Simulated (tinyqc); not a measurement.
Disorder from G.

Inverse problem. In a one-dimensional band with self-consistent Born disorder, 1/G^2 = (z - D G)^2 - 4 t^2, z = E + i eta, where z - D G has a positive imaginary part. Find D and Sigma = D G.

Inputs (values chosen for the exercise): hopping t = 1 eV; bare broadening eta = 0.01 eV; energy from the band centre E = -0.319 eV.

G = -0.00374909-0.50588120i 1/eV

Answer. z - D G is the root of 1/G^2 + 4 t^2 with positive imaginary part; then D = (z - root)/G.

D = 0.1600 eV^2
Sigma = -0.00060-0.08094i eV

Computed by the program tinyqc: `OMP_NUM_THREADS=1 python tinyqc.py 2720130 2720131 out.jsonl`, one thread of a shared Intel Xeon 2.30GHz, about 0.02 s for the whole run.
